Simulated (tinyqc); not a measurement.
Inside a calculation. Method: MP2 on RHF in the sto-6g basis, for H6, spin multiplicity 1. One step of it, computed by the program tinyqc.

Task: Second-order Moller-Plesset energy. E2 = sum_ijab (ia|jb) [2 (ia|jb) - (ib|ja)] / (e_i + e_j - e_a - e_b) over occupied i, j and virtual a, b; the opposite-spin part is (ia|jb)^2 / denominator, the rest is same-spin, and SCS-MP2 scales them by 6/5 and 1/3.

orbital energies (hartree): MO1 -0.612967, MO2 -0.542153, MO3 -0.453598, MO4 0.366691, MO5 0.584889, MO6 0.839476

Two-electron integrals over orbitals (pq|rs), unique and non-zero (hartree):
```
(11|11) 0.387006    (21|21) 0.127797    (22|11) 0.305075    (22|22) 0.378316
(31|11) 0.078562    (31|22) -0.067208   (31|31) 0.137958    (32|21) -0.128863
(32|32) 0.143307    (33|11) 0.371353    (33|22) 0.322158    (33|31) 0.050871
(33|33) 0.372020    (41|21) 0.029007    (41|32) 0.001291    (41|41) 0.080419
(42|11) 0.043859    (42|22) -0.006708   (42|31) 0.042161    (42|33) 0.015143
(42|42) 0.063465    (43|21) 0.050010    (43|32) -0.047812   (43|41) 0.017797
(43|43) 0.069737    (44|11) 0.367486    (44|22) 0.319401    (44|31) 0.047039
(44|33) 0.360558    (44|42) 0.021488    (44|44) 0.372758    (51|11) 0.009202
(51|22) 0.021356    (51|31) -0.016838   (51|33) -0.006387   (51|42) 0.042466
(51|44) 0.000618    (51|51) 0.046999    (52|21) 0.014382    (52|32) 0.006228
(52|41) 0.055428    (52|43) -0.040495   (52|52) 0.091349    (53|11) -0.051951
(53|22) 0.000740    (53|31) -0.045810   (53|33) -0.027180   (53|42) -0.061649
(53|44) -0.023501   (53|51) -0.039468   (53|53) 0.065257    (54|21) 0.127291
(54|32) -0.137250   (54|41) 0.004887    (54|43) 0.049066    (54|52) -0.005176
(54|54) 0.145919    (55|11) 0.314984    (55|22) 0.379338    (55|31) -0.059054
(55|33) 0.329616    (55|42) -0.003392   (55|44) 0.337028    (55|51) 0.021928
(55|53) -0.000310   (55|55) 0.400143    (61|21) 0.002256    (61|32) 0.009206
(61|41) 0.028485    (61|43) 0.056111    (61|52) -0.033886   (61|54) -0.006758
(61|61) 0.066997    (62|11) -0.015667   (62|22) -0.026933   (62|31) 0.014587
(62|33) -0.003643   (62|42) -0.040799   (62|44) -0.001754   (62|51) -0.044746
(62|53) 0.042560    (62|55) -0.025875   (62|62) 0.046701    (63|21) 0.033404
(63|32) -0.006239   (63|41) 0.078881    (63|43) 0.019760    (63|52) 0.056150
(63|54) 0.005370    (63|61) 0.028445    (63|63) 0.083676    (64|11) 0.079779
(64|22) -0.060727   (64|31) 0.132584    (64|33) 0.051523    (64|42) 0.044211
(64|44) 0.051733    (64|51) -0.013960   (64|53) -0.046593   (64|55) -0.062854
(64|62) 0.013386    (64|64) 0.141869    (65|21) -0.130248   (65|32) 0.132124
(65|41) -0.030517   (65|43) -0.053004   (65|52) -0.014907   (65|54) -0.137402
(65|61) -0.003548   (65|63) -0.036571   (65|65) 0.144321    (66|11) 0.408432
(66|22) 0.322274    (66|31) 0.083375    (66|33) 0.393289    (66|42) 0.048518
(66|44) 0.398558    (66|51) 0.011113    (66|53) -0.057352   (66|55) 0.341767
(66|62) -0.017921   (66|64) 0.090434    (66|66) 0.451977
```

Hartree-Fock energy = -3.29176296 hartree

Give: Terms; Pair energies; MP2 correlation energy; SCS-MP2 correlation energy; MP2 total energy.

Result:

Terms (the 40 largest of 41):
```
i  j  a  b  (ia|jb)  (ib|ja)  denominator       term
2  2  5  5   0.0913   0.0913      -2.2541    -0.0037
3  1  6  4   0.0789   0.0561      -2.2727    -0.0035
1  3  4  6   0.0789   0.0561      -2.2727    -0.0035
1  1  4  4   0.0804   0.0804      -1.9593    -0.0033
3  3  4  4   0.0697   0.0697      -1.6406    -0.0030
3  3  6  6   0.0837   0.0837      -2.5861    -0.0027
2  3  4  5  -0.0616  -0.0405      -1.9473    -0.0026
3  2  5  4  -0.0616  -0.0405      -1.9473    -0.0026
2  2  4  4   0.0635   0.0635      -1.8177    -0.0022
3  3  5  5   0.0653   0.0653      -2.0770    -0.0021
2  1  5  4   0.0554   0.0425      -2.1067    -0.0018
1  2  4  5   0.0554   0.0425      -2.1067    -0.0018
2  3  5  6   0.0561   0.0426      -2.4201    -0.0016
3  2  6  5   0.0561   0.0426      -2.4201    -0.0016
1  1  6  6   0.0670   0.0670      -2.9049    -0.0015
2  1  6  5  -0.0447  -0.0339      -2.5795    -0.0010
1  2  5  6  -0.0447  -0.0339      -2.5795    -0.0010
1  1  5  5   0.0470   0.0470      -2.3957    -0.0009
1  3  6  4   0.0561   0.0789      -2.2727    -0.0008
3  1  4  6   0.0561   0.0789      -2.2727    -0.0008
2  2  6  6   0.0467   0.0467      -2.7633    -0.0008
2  2  6  4  -0.0408  -0.0408      -2.2905    -0.0007
2  2  4  6  -0.0408  -0.0408      -2.2905    -0.0007
3  1  5  5  -0.0395  -0.0395      -2.2363    -0.0007
1  3  5  5  -0.0395  -0.0395      -2.2363    -0.0007
1  2  5  4   0.0425   0.0554      -2.1067    -0.0006
2  1  4  5   0.0425   0.0554      -2.1067    -0.0006
3  2  5  6   0.0426   0.0561      -2.4201    -0.0005
2  3  6  5   0.0426   0.0561      -2.4201    -0.0005
3  2  4  5  -0.0405  -0.0616      -1.9473  -4.02e-04
2  3  5  4  -0.0405  -0.0616      -1.9473  -4.02e-04
1  1  4  6   0.0285   0.0285      -2.4321  -3.34e-04
1  1  6  4   0.0285   0.0285      -2.4321  -3.34e-04
1  2  6  5  -0.0339  -0.0447      -2.5795  -3.02e-04
2  1  5  6  -0.0339  -0.0447      -2.5795  -3.02e-04
3  1  6  6   0.0284   0.0284      -2.7455  -2.95e-04
1  3  6  6   0.0284   0.0284      -2.7455  -2.95e-04
3  3  6  4   0.0198   0.0198      -2.1134  -1.85e-04
3  3  4  6   0.0198   0.0198      -2.1134  -1.85e-04
1  3  4  4   0.0178   0.0178      -1.7999  -1.76e-04
```

Pair energies (hartree; pair i-j sums ij and ji):
```
pair  opposite spin  same spin
1-1         -0.0064          0
2-1         -0.0071  -2.51e-04
2-2         -0.0082          0
3-1         -0.0106  -4.56e-04
3-2         -0.0097    -0.0006
3-3         -0.0081          0
```

MP2 correlation energy = -0.051349 hartree

SCS-MP2 correlation energy = -0.060475 hartree

MP2 total energy = -3.343112 hartree
